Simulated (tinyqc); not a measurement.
Worked calculation: heavy doping: gap narrowing, degeneracy and the minority density. Values are carried at full precision from step to step, so a last printed digit may differ when a step is redone from the rounded ones.

Empirical narrowing (Slotboom form, constants chosen for the exercise; published fits of this form give the apparent narrowing, here it is taken as the true one): dEg = E0 [ln(N/N0) + sqrt(ln(N/N0)^2 + C)].

Constants: kB = 8.617333262e-05 eV/K; e^2/(4 pi eps0) = 14.39964547 eV angstrom.

Values chosen for the exercise (gap and densities of states near those of Si at this temperature; narrowing constants near the fits for Si; the results hold for these values, not for the real material): N = 4e+19 1/cm^3 (ionised donors, equal to the majority density); E0 = 6.16 meV (narrowing scale); N0 = 1.5e+17 1/cm^3 (onset density); C = 0.5 (smoothing constant); Nc = 5.14e+19 1/cm^3 (conduction-band density of states); Eg = 1.092 eV (gap); Nv = 2.19e+19 1/cm^3 (valence-band density of states); T = 450 K; eps = 11 (dielectric constant); Mv = 6 (majority valleys).

## Gap narrowing

Evaluate at N.

ln(N/N0) = 5.5860
dEg (empirical fit) = 69.09 meV

Well above N0 each decade of doping adds 2 E0 ln 10 = 28.4 meV.

## Degeneracy of the majority band

F_j(eta) = (1/Gamma(j + 1)) integral_0^infinity x^j dx/(1 + exp(x - eta)), which tends to exp(eta) for eta << 0.

Majority: N = Nc F_1/2(eta), eta the distance of EF beyond the majority band edge in kT. Degeneracy factor gam = F_1/2(eta)/exp(eta). ni0^2 = Nc Nv exp(-Eg/kT); product n p = ni0^2 gam exp(dEg/kT), dEg the true narrowing; apparent narrowing dEa = dEg + kT ln gam; minority density = n p/N.

Solve for eta and form gam.

N/Nc = 0.7782
eta = 0.0215
gam = 0.7617

## Product and minority density

Combine both effects.

ni0 = 2.57e+13 1/cm^3
exp(dEg/kT) = 5.94
dEa = 58.5 meV
sqrt(n p) = 5.48e+13 1/cm^3
minority density = 7.50e+07 1/cm^3

Narrowing multiplies the product by 5.94 and degeneracy by 0.762; together they change the minority density by a factor 4.52 against ni0^2/N.

## Two estimates of the size

Two physical estimates, e2 = e^2/(4 pi eps0), N in 1/angstrom^3: exchange shift at the Fermi level, Ex = (e2/eps) kF/pi with kF = (3 pi^2 N/Mv)^(1/3); screened-pair energy (Lanyon-Tuft), Es = (3/4)(e2/eps) qs with qs^2 = (4 pi e2 N/(eps kT)) F_-1/2(eta)/F_1/2(eta).

Evaluate both at N.

kF = 0.05823 1/angstrom
Ex = 24.26 meV
Es = 113.51 meV

Against the fitted dEg = 69.1 meV, Ex is 0.35 and Es 1.64 times as large; each keeps one mechanism only, and Ex assumes a strongly degenerate gas, while here eta is only 0.02.

## Checks

- Minority density against the Boltzmann occupation of the other band at the narrowed gap (1/cm^3): both 7.500e+07.

(tinyqc, `OMP_NUM_THREADS=1 python tinyqc.py 1652137 1652138 out.jsonl`, Intel(R) Xeon(R) Processor @ 2.30GHz, 1 thread, shared host, about 0.01 s.)
